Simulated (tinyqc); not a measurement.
RHF in the sto-6g basis, for BeH2, spin multiplicity 1, step by step (part 1 of 2). Computed by tinyqc, a small Python program that keeps every step (integrals from PySCF). Settings: charge = 0, multiplicity = 1, basis = sto-6g, energy threshold = 1e-10, iteration cap = 50, orthogonalisation = canonical, start = atomic densities, DIIS depth = 3, method = RHF. Command: `OMP_NUM_THREADS=1 python tinyqc.py 30575 30576 out.jsonl` (the two numbers bound the seeds that draw the settings). One thread of a shared host (Intel(R) Xeon(R) Processor @ 2.60GHz), about 0.1 s of CPU time with the checks. Later iterations appear only in the table of the cycle.

## One-electron integrals

Geometry (angstrom):
```
atom,x,y,z
Be,0.000000,0.000000,0.000000
H,0.000000,1.690000,0.145000
H,0.000000,-1.690000,0.145000
```

Basis sto-6g: exponents (1/bohr^2) and contraction coefficients of normalised primitives:
```
element,l (shell),exponent,coefficient
Be,s (1),312.870494,0.009164
Be,s (1),57.364463,0.049361
Be,s (1),16.048509,0.168538
Be,s (1),5.513096,0.370563
Be,s (1),2.140897,0.416492
Be,s (1),0.881739,0.130334
Be,s (2),13.633247,-0.013253
Be,s (2),2.698375,-0.046992
Be,s (2),0.838653,-0.033785
Be,s (2),0.322660,0.250242
Be,s (2),0.140131,0.595117
Be,s (2),0.064233,0.240706
Be,p (3),13.633247,0.003760
Be,p (3),2.698375,0.037679
Be,p (3),0.838653,0.173897
Be,p (3),0.322660,0.418036
Be,p (3),0.140131,0.425860
Be,p (3),0.064233,0.101708
H,s (1),35.523221,0.009164
H,s (1),6.513144,0.049361
H,s (1),1.822143,0.168538
H,s (1),0.625955,0.370563
H,s (1),0.243077,0.416492
H,s (1),0.100112,0.130334
```

Overlap, kinetic and nuclear-attraction integrals over the contracted functions; the nuclear repulsion is the sum of Za Zb / Rab.

nuclear repulsion = 2.65237265 hartree

overlap S:
```
,1Be 1s,1Be 2s,1Be 2px,1Be 2py,1Be 2pz,2H 1s,3H 1s
1Be 1s,1.000000,0.254764,0.000000,0.000000,0.000000,0.032506,0.032506
1Be 2s,0.254764,1.000000,0.000000,0.000000,0.000000,0.327068,0.327068
1Be 2px,0.000000,0.000000,1.000000,0.000000,0.000000,0.000000,0.000000
1Be 2py,0.000000,0.000000,0.000000,1.000000,0.000000,0.409310,-0.409310
1Be 2pz,0.000000,0.000000,0.000000,0.000000,1.000000,0.035118,0.035118
2H 1s,0.032506,0.327068,0.000000,0.409310,0.035118,1.000000,0.010793
3H 1s,0.032506,0.327068,0.000000,-0.409310,0.035118,0.010793,1.000000
```

kinetic energy T (hartree):
```
,1Be 1s,1Be 2s,1Be 2px,1Be 2py,1Be 2pz,2H 1s,3H 1s
1Be 1s,6.768753,-0.207382,0.000000,0.000000,0.000000,-0.010550,-0.010550
1Be 2s,-0.207382,0.220121,0.000000,0.000000,0.000000,0.025947,0.025947
1Be 2px,0.000000,0.000000,0.661265,0.000000,0.000000,0.000000,0.000000
1Be 2py,0.000000,0.000000,0.000000,0.661265,0.000000,0.095321,-0.095321
1Be 2pz,0.000000,0.000000,0.000000,0.000000,0.661265,0.008178,0.008178
2H 1s,-0.010550,0.025947,0.000000,0.095321,0.008178,0.768522,-0.003332
3H 1s,-0.010550,0.025947,0.000000,-0.095321,0.008178,-0.003332,0.768522
```

nuclear attraction V (hartree):
```
,1Be 1s,1Be 2s,1Be 2px,1Be 2py,1Be 2pz,2H 1s,3H 1s
1Be 1s,-15.338744,-1.809694,0.000000,0.000000,-0.002023,-0.249179,-0.249179
1Be 2s,-1.809694,-2.909603,0.000000,0.000000,-0.018661,-0.846537,-0.846537
1Be 2px,0.000000,0.000000,-2.856928,0.000000,0.000000,0.000000,0.000000
1Be 2py,0.000000,0.000000,0.000000,-3.013511,0.000000,-1.036245,1.036245
1Be 2pz,-0.002023,-0.018661,0.000000,0.000000,-2.858080,-0.090219,-0.090219
2H 1s,-0.249179,-0.846537,0.000000,-1.036245,-0.090219,-2.641841,-0.031369
3H 1s,-0.249179,-0.846537,0.000000,1.036245,-0.090219,-0.031369,-2.641841
```

core Hamiltonian H = T + V (hartree):
```
,1Be 1s,1Be 2s,1Be 2px,1Be 2py,1Be 2pz,2H 1s,3H 1s
1Be 1s,-8.569991,-2.017076,0.000000,0.000000,-0.002023,-0.259729,-0.259729
1Be 2s,-2.017076,-2.689482,0.000000,0.000000,-0.018661,-0.820590,-0.820590
1Be 2px,0.000000,0.000000,-2.195662,0.000000,0.000000,0.000000,0.000000
1Be 2py,0.000000,0.000000,0.000000,-2.352246,0.000000,-0.940924,0.940924
1Be 2pz,-0.002023,-0.018661,0.000000,0.000000,-2.196815,-0.082041,-0.082041
2H 1s,-0.259729,-0.820590,0.000000,-0.940924,-0.082041,-1.873318,-0.034702
3H 1s,-0.259729,-0.820590,0.000000,0.940924,-0.082041,-0.034702,-1.873318
```

## Two-electron integrals

Functions are numbered as in S; the eight-fold symmetry (ij|kl) = (ji|kl) = (kl|ij) leaves the list below.

Two-electron integrals (ij|kl) in chemists' order, unique and non-zero (hartree):
```
i,j,k,l,(ij|kl)
1,1,1,1,2.299996
2,1,1,1,0.361879
2,1,2,1,0.071926
2,2,1,1,0.570332
2,2,2,1,0.139654
2,2,2,2,0.417773
3,1,3,1,0.015252
3,2,3,1,0.022555
3,2,3,2,0.092340
3,3,1,1,0.570332
3,3,2,1,0.139654
3,3,2,2,0.417773
3,3,3,3,0.450117
4,1,4,1,0.015252
4,2,4,1,0.022555
4,2,4,2,0.092340
4,3,4,3,0.024258
4,4,1,1,0.570332
4,4,2,1,0.139654
4,4,2,2,0.417773
4,4,3,3,0.401601
4,4,4,4,0.450117
5,1,5,1,0.015252
5,2,5,1,0.022555
5,2,5,2,0.092340
5,3,5,3,0.024258
5,4,5,4,0.024258
5,5,1,1,0.570332
5,5,2,1,0.139654
5,5,2,2,0.417773
5,5,3,3,0.401601
5,5,4,4,0.401601
5,5,5,5,0.450117
6,1,1,1,0.046986
6,1,2,1,0.009092
6,1,2,2,0.017668
6,1,3,3,0.017522
6,1,4,1,0.000902
6,1,4,2,0.001778
6,1,4,4,0.017957
6,1,5,1,0.000077
6,1,5,2,0.000153
6,1,5,4,0.000037
6,1,5,5,0.017525
6,1,6,1,0.001216
6,2,1,1,0.139501
6,2,2,1,0.034859
6,2,2,2,0.116887
6,2,3,3,0.112198
6,2,4,1,0.004765
6,2,4,2,0.030330
6,2,4,4,0.126162
6,2,5,1,0.000409
6,2,5,2,0.002602
6,2,5,4,0.001198
6,2,5,5,0.112301
6,2,6,1,0.004915
6,2,6,2,0.053175
6,3,3,1,0.002989
6,3,3,2,0.014451
6,3,4,3,0.004952
6,3,5,3,0.000425
6,3,6,3,0.004246
6,4,1,1,0.158930
6,4,2,1,0.040140
6,4,2,2,0.140185
6,4,3,3,0.132031
6,4,4,1,0.007601
6,4,4,2,0.046964
6,4,4,4,0.156386
6,4,5,1,0.000396
6,4,5,2,0.002790
6,4,5,4,0.001665
6,4,5,5,0.132138
6,4,6,1,0.005887
6,4,6,2,0.071976
6,4,6,4,0.099676
6,5,1,1,0.013636
6,5,2,1,0.003444
6,5,2,2,0.012028
6,5,3,3,0.011328
6,5,4,1,0.000396
6,5,4,2,0.002790
6,5,4,4,0.012568
6,5,5,1,0.003023
6,5,5,2,0.014690
6,5,5,4,0.005058
6,5,5,5,0.012187
6,5,6,1,0.000505
6,5,6,2,0.006175
6,5,6,4,0.008188
6,5,6,5,0.004948
6,6,1,1,0.311316
6,6,2,1,0.079192
6,6,2,2,0.297546
6,6,3,3,0.277097
6,6,4,1,0.011471
6,6,4,2,0.097243
6,6,4,4,0.337994
6,6,5,1,0.000984
6,6,5,2,0.008343
6,6,5,4,0.005225
6,6,5,5,0.277546
6,6,6,1,0.011412
6,6,6,2,0.179795
6,6,6,4,0.256470
6,6,6,5,0.022005
6,6,6,6,0.774999
7,1,1,1,0.046986
7,1,2,1,0.009092
7,1,2,2,0.017668
7,1,3,3,0.017522
7,1,4,1,-0.000902
7,1,4,2,-0.001778
7,1,4,4,0.017957
7,1,5,1,0.000077
7,1,5,2,0.000153
7,1,5,4,-0.000037
7,1,5,5,0.017525
7,1,6,1,0.001100
7,1,6,2,0.004057
7,1,6,4,0.004530
7,1,6,5,0.000421
7,1,6,6,0.009182
7,1,7,1,0.001216
7,2,1,1,0.139501
7,2,2,1,0.034859
7,2,2,2,0.116887
7,2,3,3,0.112198
7,2,4,1,-0.004765
7,2,4,2,-0.030330
7,2,4,4,0.126162
7,2,5,1,0.000409
7,2,5,2,0.002602
7,2,5,4,-0.001198
7,2,5,5,0.112301
7,2,6,1,0.004057
7,2,6,2,0.025239
7,2,6,4,0.028171
7,2,6,5,0.002893
7,2,6,6,0.062091
7,2,7,1,0.004915
7,2,7,2,0.053175
7,3,3,1,0.002989
7,3,3,2,0.014451
7,3,4,3,-0.004952
7,3,5,3,0.000425
7,3,6,3,0.001487
7,3,7,3,0.004246
7,4,1,1,-0.158930
7,4,2,1,-0.040140
7,4,2,2,-0.140185
7,4,3,3,-0.132031
7,4,4,1,0.007601
7,4,4,2,0.046964
7,4,4,4,-0.156386
7,4,5,1,-0.000396
7,4,5,2,-0.002790
7,4,5,4,0.001665
7,4,5,5,-0.132138
7,4,6,1,-0.004530
7,4,6,2,-0.028171
7,4,6,4,-0.030782
7,4,6,5,-0.003190
7,4,6,6,-0.069267
7,4,7,1,-0.005887
7,4,7,2,-0.071976
7,4,7,4,0.099676
7,5,1,1,0.013636
7,5,2,1,0.003444
7,5,2,2,0.012028
7,5,3,3,0.011328
7,5,4,1,-0.000396
7,5,4,2,-0.002790
7,5,4,4,0.012568
7,5,5,1,0.003023
7,5,5,2,0.014690
7,5,5,4,-0.005058
7,5,5,5,0.012187
7,5,6,1,0.000421
7,5,6,2,0.002893
7,5,6,4,0.003190
7,5,6,5,0.001812
7,5,6,6,0.007226
7,5,7,1,0.000505
7,5,7,2,0.006175
7,5,7,4,-0.008188
7,5,7,5,0.004948
7,6,1,1,0.005742
7,6,2,1,0.001401
7,6,2,2,0.004312
7,6,3,3,0.004221
7,6,4,4,0.004483
7,6,5,1,0.000032
7,6,5,2,0.000169
7,6,5,5,0.004232
7,6,6,1,0.000179
7,6,6,2,0.001310
7,6,6,4,0.001618
7,6,6,5,0.000165
7,6,6,6,0.003633
7,6,7,1,0.000179
7,6,7,2,0.001310
7,6,7,4,-0.001618
7,6,7,5,0.000165
7,6,7,6,0.000046
7,7,1,1,0.311316
7,7,2,1,0.079192
7,7,2,2,0.297546
7,7,3,3,0.277097
7,7,4,1,-0.011471
7,7,4,2,-0.097243
7,7,4,4,0.337994
7,7,5,1,0.000984
7,7,5,2,0.008343
7,7,5,4,-0.005225
7,7,5,5,0.277546
7,7,6,1,0.009182
7,7,6,2,0.062091
7,7,6,4,0.069267
7,7,6,5,0.007226
7,7,6,6,0.156558
7,7,7,1,0.011412
7,7,7,2,0.179795
7,7,7,4,-0.256470
7,7,7,5,0.022005
7,7,7,6,0.003633
7,7,7,7,0.774999
```

## Orthogonalisation

S = U s U^T; canonical form X = U s^(-1/2), so that X^T S X = 1. Each column of U has its largest component positive (the first on a tie).

eigenvalues of S: 0.415726  0.492696  0.952000  1.000000  1.011862  1.554235  1.573481

X:
```
,1,2,3,4,5,6,7
1Be 1s,0.000000,-0.434537,0.806460,0.000000,-0.387950,0.295284,0.000000
1Be 2s,0.000000,1.024934,-0.073162,0.000000,-0.056360,0.552313,0.000000
1Be 2px,0.000000,0.000000,0.000000,1.000000,0.000000,0.000000,0.000000
1Be 2py,1.091560,0.000000,0.000000,0.000000,0.000000,0.000000,0.566330
1Be 2pz,0.000000,0.086620,0.451743,0.000000,0.888567,0.044730,0.000000
2H 1s,-0.779079,-0.625634,-0.308721,0.000000,0.150072,0.352960,0.396740
3H 1s,0.779079,-0.625634,-0.308721,0.000000,0.150072,0.352960,-0.396740
```

## Starting guess

The start is atomic minimal-basis densities projected into this basis (PySCF's MINAO start) and scaled to the electron count of each spin; this density is not idempotent, so its energy is not variational and may lie below the converged one.

D at the start:
```
,1Be 1s,1Be 2s,1Be 2px,1Be 2py,1Be 2pz,2H 1s,3H 1s
1Be 1s,2.148023,-0.509460,0.000000,0.000000,0.001753,-0.030831,-0.030831
1Be 2s,-0.509460,2.024370,0.000000,0.000000,-0.004546,0.134725,0.134725
1Be 2px,0.000000,0.000000,0.000000,0.000000,0.000000,0.000000,0.000000
1Be 2py,0.000000,0.000000,0.000000,0.002858,0.000000,0.036210,-0.036210
1Be 2pz,0.001753,-0.004546,0.000000,0.000000,0.000031,0.002736,0.002736
2H 1s,-0.030831,0.134725,0.000000,0.036210,0.002736,0.926100,0.008644
3H 1s,-0.030831,0.134725,0.000000,-0.036210,0.002736,0.008644,0.926100
```

## Iteration 1: building the Fock matrix

J_ij = sum D_kl (ij|kl), K_ij = sum D_kl (ik|jl); F = H + J - 0.5 K; E = tr D H + tr D J / 2 - 0.25 tr D K + E_nn.

Coulomb J (hartree):
```
,1Be 1s,1Be 2s,1Be 2px,1Be 2py,1Be 2pz,2H 1s,3H 1s
1Be 1s,6.397195,1.157372,0.000000,0.000000,0.001973,0.149591,0.149591
1Be 2s,1.157372,2.562160,0.000000,0.000000,0.016644,0.753007,0.753007
1Be 2px,0.000000,0.000000,2.520541,0.000000,0.000000,0.000000,0.000000
1Be 2py,0.000000,0.000000,0.000000,2.644490,0.000000,0.922244,-0.922244
1Be 2pz,0.001973,0.016644,0.000000,0.000000,2.521453,0.080364,0.080364
2H 1s,0.149591,0.753007,0.000000,0.922244,0.080364,2.141701,0.027296
3H 1s,0.149591,0.753007,0.000000,-0.922244,0.080364,0.027296,2.141701
```

exchange K (hartree):
```
,1Be 1s,1Be 2s,1Be 2px,1Be 2py,1Be 2pz,2H 1s,3H 1s
1Be 1s,4.718874,0.747537,0.000000,0.000000,0.001499,0.109327,0.109327
1Be 2s,0.747537,1.020237,0.000000,0.000000,0.014142,0.451362,0.451362
1Be 2px,0.000000,0.000000,0.212810,0.000000,0.000000,0.000000,0.000000
1Be 2py,0.000000,0.000000,0.000000,0.429125,0.000000,0.331304,-0.331304
1Be 2pz,0.001499,0.014142,0.000000,0.000000,0.214398,0.028675,0.028675
2H 1s,0.109327,0.451362,0.000000,0.331304,0.028675,0.889975,0.068938
3H 1s,0.109327,0.451362,0.000000,-0.331304,0.028675,0.068938,0.889975
```

Fock matrix F (hartree):
```
,1Be 1s,1Be 2s,1Be 2px,1Be 2py,1Be 2pz,2H 1s,3H 1s
1Be 1s,-4.532233,-1.233472,0.000000,0.000000,-0.000799,-0.164802,-0.164802
1Be 2s,-1.233472,-0.637441,0.000000,0.000000,-0.009087,-0.293264,-0.293264
1Be 2px,0.000000,0.000000,0.218474,0.000000,0.000000,0.000000,0.000000
1Be 2py,0.000000,0.000000,0.000000,0.077682,0.000000,-0.184331,0.184331
1Be 2pz,-0.000799,-0.009087,0.000000,0.000000,0.217438,-0.016014,-0.016014
2H 1s,-0.164802,-0.293264,0.000000,-0.184331,-0.016014,-0.176605,-0.041874
3H 1s,-0.164802,-0.293264,0.000000,0.184331,-0.016014,-0.041874,-0.176605
```

total energy of this density = -15.38923286 hartree

This density is the starting one; it is not idempotent, so its energy is not variational and may lie below the converged one.

## Iteration 1: diagonalisation and new density

Diagonalise F' = X^T F X, C = X C', fill 3 alpha and 3 beta electrons from the bottom; D = 2 C_occ C_occ^T. Each column has its largest component positive (the first on a tie).

F' = X^T F X (hartree):
```
,1,2,3,4,5,6,7
1,0.556035,0.000000,0.000000,0.000000,0.000000,0.000000,0.134314
2,0.000000,-0.021199,0.788094,0.000000,-0.369116,0.341748,0.000000
3,0.000000,0.788094,-2.656213,0.000000,1.467806,-1.479936,0.000000
4,0.000000,0.000000,0.000000,0.218474,0.000000,0.000000,0.000000
5,0.000000,-0.369116,1.467806,0.000000,-0.535032,0.788042,0.000000
6,0.000000,0.341748,-1.479936,0.000000,0.788042,-1.344826,0.000000
7,0.134314,0.000000,0.000000,0.000000,0.000000,0.000000,-0.183165
```

orbital energies (hartree): MO1 -4.533835, MO2 -0.434296, MO3 -0.206814, MO4 0.176582, MO5 0.218474, MO6 0.234279, MO7 0.579683

coefficients C:
```
,MO1,MO2,MO3,MO4,MO5,MO6,MO7
1Be 1s,0.994551,-0.218607,0.000000,-0.173511,0.000000,-0.099355,0.000000
1Be 2s,0.021111,0.707662,0.000000,0.801280,0.000000,0.469881,0.000000
1Be 2px,0.000000,0.000000,0.000000,0.000000,1.000000,0.000000,0.000000
1Be 2py,0.000000,0.000000,0.368471,0.000000,0.000000,0.000000,1.173227
1Be 2pz,0.000316,0.010385,0.000000,-0.485103,0.000000,0.876181,0.000000
2H 1s,-0.001794,0.335956,0.525823,-0.606842,0.000000,-0.390772,-0.698481
3H 1s,-0.001794,0.335956,-0.525823,-0.606842,0.000000,-0.390772,0.698481
```

D after iteration 1:
```
,1Be 1s,1Be 2s,1Be 2px,1Be 2py,1Be 2pz,2H 1s,3H 1s
1Be 1s,2.073841,-0.267408,0.000000,0.000000,-0.003912,-0.150454,-0.150454
1Be 2s,-0.267408,1.002463,0.000000,0.000000,0.014712,0.475410,0.475410
1Be 2px,0.000000,0.000000,0.000000,0.000000,0.000000,0.000000,0.000000
1Be 2py,0.000000,0.000000,0.000000,0.271542,0.000000,0.387502,-0.387502
1Be 2pz,-0.003912,0.014712,0.000000,0.000000,0.000216,0.006977,0.006977
2H 1s,-0.150454,0.475410,0.000000,0.387502,0.006977,0.778719,-0.327242
3H 1s,-0.150454,0.475410,0.000000,-0.387502,0.006977,-0.327242,0.778719
```

## Iteration 2: building the Fock matrix

As before.

Coulomb J (hartree):
```
,1Be 1s,1Be 2s,1Be 2px,1Be 2py,1Be 2pz,2H 1s,3H 1s
1Be 1s,6.267838,1.135515,0.000000,0.000000,0.003485,0.147015,0.147015
1Be 2s,1.135515,2.530278,0.000000,0.000000,0.025015,0.759292,0.759292
1Be 2px,0.000000,0.000000,2.472610,0.000000,0.000000,0.000000,0.000000
1Be 2py,0.000000,0.000000,0.000000,2.644534,0.000000,0.937181,-0.937181
1Be 2pz,0.003485,0.025015,0.000000,0.000000,2.473694,0.082229,0.082229
2H 1s,0.147015,0.759292,0.000000,0.937181,0.082229,2.193314,0.027227
3H 1s,0.147015,0.759292,0.000000,-0.937181,0.082229,0.027227,2.193314
```

exchange K (hartree):
```
,1Be 1s,1Be 2s,1Be 2px,1Be 2py,1Be 2pz,2H 1s,3H 1s
1Be 1s,4.644123,0.740171,0.000000,0.000000,0.000522,0.100196,0.100196
1Be 2s,0.740171,0.833052,0.000000,0.000000,0.032208,0.477312,0.477312
1Be 2px,0.000000,0.000000,0.157735,0.000000,0.000000,0.000000,0.000000
1Be 2py,0.000000,0.000000,0.000000,0.736931,0.000000,0.538632,-0.538632
1Be 2pz,0.000522,0.032208,0.000000,0.000000,0.159635,0.033747,0.033747
2H 1s,0.100196,0.477312,0.000000,0.538632,0.033747,1.048141,-0.023314
3H 1s,0.100196,0.477312,0.000000,-0.538632,0.033747,-0.023314,1.048141
```

Fock matrix F (hartree):
```
,1Be 1s,1Be 2s,1Be 2px,1Be 2py,1Be 2pz,2H 1s,3H 1s
1Be 1s,-4.624214,-1.251647,0.000000,0.000000,0.001201,-0.162813,-0.162813
1Be 2s,-1.251647,-0.575730,0.000000,0.000000,-0.009750,-0.299954,-0.299954
1Be 2px,0.000000,0.000000,0.198080,0.000000,0.000000,0.000000,0.000000
1Be 2py,0.000000,0.000000,0.000000,-0.076178,0.000000,-0.273058,0.273058
1Be 2pz,0.001201,-0.009750,0.000000,0.000000,0.197061,-0.016685,-0.016685
2H 1s,-0.162813,-0.299954,0.000000,-0.273058,-0.016685,-0.204074,0.004182
3H 1s,-0.162813,-0.299954,0.000000,0.273058,-0.016685,0.004182,-0.204074
```

total energy of this density = -15.61007945 hartree

## Iteration 2: DIIS over 2 matrices

error matrix X^T (FDS - SDF) X:
```
,1,2,3,4,5,6,7
1,0.000000,0.000000,0.000000,0.000000,0.000000,0.000000,-0.152613
2,0.000000,0.000000,-0.030800,0.000000,0.014379,0.063140,0.000000
3,0.000000,0.030800,0.000000,0.000000,-0.006923,0.010793,0.000000
4,0.000000,0.000000,0.000000,0.000000,0.000000,0.000000,0.000000
5,0.000000,-0.014379,0.006923,0.000000,0.000000,-0.011176,0.000000
6,0.000000,-0.063140,-0.010793,0.000000,0.011176,0.000000,0.000000
7,0.152613,0.000000,0.000000,0.000000,0.000000,0.000000,0.000000
```

B (overlaps of the stored error matrices):
```
,1,2
1,2.8729123e-01,7.8951477e-02
2,7.8951477e-02,5.7444319e-02
```

Minimise |sum c_i e_i|^2 with sum c_i = 1: solve [B -1; -1 0][c; lambda] = [0; -1] with B_ij = tr e_i^T e_j, and take F = sum c_i F_i.

DIIS coefficients: -0.115115  1.115115

extrapolated F (hartree):
```
,1Be 1s,1Be 2s,1Be 2px,1Be 2py,1Be 2pz,2H 1s,3H 1s
1Be 1s,-4.634803,-1.253739,0.000000,0.000000,0.001431,-0.162584,-0.162584
1Be 2s,-1.253739,-0.568626,0.000000,0.000000,-0.009827,-0.300724,-0.300724
1Be 2px,0.000000,0.000000,0.195732,0.000000,0.000000,0.000000,0.000000
1Be 2py,0.000000,0.000000,0.000000,-0.093889,0.000000,-0.283272,0.283272
1Be 2pz,0.001431,-0.009827,0.000000,0.000000,0.194716,-0.016762,-0.016762
2H 1s,-0.162584,-0.300724,0.000000,-0.283272,-0.016762,-0.207237,0.009484
3H 1s,-0.162584,-0.300724,0.000000,0.283272,-0.016762,0.009484,-0.207237
```

## Iteration 2: diagonalisation and new density

As before.

F' = X^T F X (hartree):
```
,1,2,3,4,5,6,7
1,0.588640,0.000000,0.000000,0.000000,0.000000,0.000000,0.080550
2,0.000000,0.087240,0.810837,0.000000,-0.391288,0.381551,0.000000
3,0.000000,0.810837,-2.721640,0.000000,1.492041,-1.516941,0.000000
4,0.000000,0.000000,0.000000,0.195732,0.000000,0.000000,0.000000
5,0.000000,-0.391288,1.492041,0.000000,-0.570271,0.801977,0.000000
6,0.000000,0.381551,-1.516941,0.000000,0.801977,-1.339187,0.000000
7,0.080550,0.000000,0.000000,0.000000,0.000000,0.000000,-0.352926
```

orbital energies (hartree): MO1 -4.636150, MO2 -0.403959, MO3 -0.359767, MO4 0.190784, MO5 0.195732, MO6 0.305466, MO7 0.595481

coefficients C:
```
,MO1,MO2,MO3,MO4,MO5,MO6,MO7
1Be 1s,0.995099,-0.204024,0.000000,0.052457,0.000000,-0.205667,0.000000
1Be 2s,0.019315,0.652044,0.000000,-0.227074,0.000000,0.941791,0.000000
1Be 2px,0.000000,0.000000,0.000000,0.000000,1.000000,0.000000,0.000000
1Be 2py,0.000000,0.000000,0.471923,0.000000,0.000000,0.000000,1.135571
1Be 2pz,-0.000099,0.014439,0.000000,0.968266,0.000000,0.255692,0.000000
2H 1s,-0.002594,0.377467,0.461247,0.130272,0.000000,-0.688745,-0.742709
3H 1s,-0.002594,0.377467,-0.461247,0.130272,0.000000,-0.688745,0.742709
```

D after iteration 2:
```
,1Be 1s,1Be 2s,1Be 2px,1Be 2py,1Be 2pz,2H 1s,3H 1s
1Be 1s,2.063694,-0.227625,0.000000,0.000000,-0.006088,-0.159188,-0.159188
1Be 2s,-0.227625,0.851069,0.000000,0.000000,0.018826,0.492150,0.492150
1Be 2px,0.000000,0.000000,0.000000,0.000000,0.000000,0.000000,0.000000
1Be 2py,0.000000,0.000000,0.000000,0.445422,0.000000,0.435346,-0.435346
1Be 2pz,-0.006088,0.018826,0.000000,0.000000,0.000417,0.010901,0.010901
2H 1s,-0.159188,0.492150,0.000000,0.435346,0.010901,0.710474,-0.140522
3H 1s,-0.159188,0.492150,0.000000,-0.435346,0.010901,-0.140522,0.710474
```
